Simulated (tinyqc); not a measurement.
# Worked calculation: programming of a floating-gate cell by Fowler-Nordheim tunnelling

Computed by the program tinyqc: `OMP_NUM_THREADS=1 python tinyqc.py 2130174 2130175 out.jsonl`, one thread of a shared Intel Xeon 2.30GHz, about 0.02 s for the whole run. Printed values are rounded.

Per tunnel area the floating gate has Ctun = 3.9 eps0/tox to the channel (0 V) and Ccg to the control gate, Ct = Ctun/(1 - ag), no other coupling. With the threshold shift U = -Q/Ccg the field is F = ag (Vg - U)/tox, and dU/dt = J/Ccg. Fowler-Nordheim: J = A F^2 exp(-B/F), A = q^2/(16 pi^2 hbar mo phi) (times 1e14 for A/cm^2 with F in V/nm, emitter mass m0), B = (4/3) sqrt(mo/C) phi^1.5, C = hbar^2/(2 m0).

Parameters, values chosen for the exercise; oxide values close to those of silicon dioxide:

| symbol | value | unit | meaning |
|---|---|---|---|
| phi | 3.08 | eV | tunnel barrier |
| mo | 0.43 | m0 | tunnelling mass |
| tox | 7.7 | nm | tunnel oxide thickness |
| ag | 0.68 |  | coupling ratio Ccg/Ct |
| ar | 3900 | nm^2 | tunnel area |
| Vt0 | -1.4 | V | threshold shift at the start |
| Vg | 10.9 | V | control-gate voltage |
| dt | 6.5 | us | time step |
| n | 11 |  | steps |

Constants: q = 1.602176634e-19 C, hbar = 1.054571817e-34 J s, m0 = 9.1093837015e-31 kg, eps0 = 8.8541878128e-14 F/cm where lengths are in cm, hbar^2/(2 m0) = 0.0380998212 eV nm^2. Results are converted to the units shown.

Range of the model: Programming fields of 10 MV/cm and more wear the oxide; trapping and the channel potential are ignored.

## Constants of the cell

A, B, Ccg = ag Ct, the starting field and current, K = A B ag/(Ccg tox), and the knee time t0 = exp(B/F(0))/K.

A = 1.16387e8 A cm^-2 (V/nm)^-2
B = 24.2124 V/nm
Ccg = 0.952975 uF/cm^2
F(0) = 1.08623 V/nm
J(0) = 0.0286573 A/cm^2
K = 2.61144e14 1/s
t0 = 18.3501 us
electrons for 1 V of shift = 231.972

## Explicit time steps against the exact solution

U(new) = U + dt J(F(U))/Ccg. Exact: exp(B/F(t)) = exp(B/F(0)) + K t, K = A B ag/(Ccg tox), and U = Vg - tox F/ag.

| step | t (us) | F (V/nm) | J (A/cm^2) | U by steps (V) | U exact (V) |
|---|---|---|---|---|---|
| 0 | 0 | 1.08623 | 0.0286573 | -1.40000 | -1.40000 |
| 1 | 6.5 | 1.06897 | 0.0193642 | -1.20454 | -1.23492 |
| 2 | 13 | 1.05731 | 0.0147554 | -1.07246 | -1.11139 |
| 3 | 19.5 | 1.04842 | 0.0119483 | -0.97181 | -1.01306 |
| 4 | 26 | 1.04122 | 0.0100461 | -0.89032 | -0.93158 |
| 5 | 32.5 | 1.03517 | 0.00866761 | -0.82180 | -0.86216 |
| 6 | 39 | 1.02995 | 0.00762106 | -0.76268 | -0.80177 |
| 7 | 45.5 | 1.02536 | 0.00679872 | -0.71070 | -0.74839 |
| 8 | 52 | 1.02126 | 0.00613519 | -0.66432 | -0.70061 |
| 9 | 58.5 | 1.01757 | 0.00558838 | -0.62248 | -0.65740 |
| 10 | 65 | 1.01420 | 0.00512991 | -0.58436 | -0.61798 |
| 11 | 71.5 | 1.01111 | 0.00473995 | -0.54937 | -0.58175 |

The steps run ahead by 30.4 mV after the first and 32.4 mV after the last, as each uses the larger current of its start; the step is 0.35 of the knee time t0.
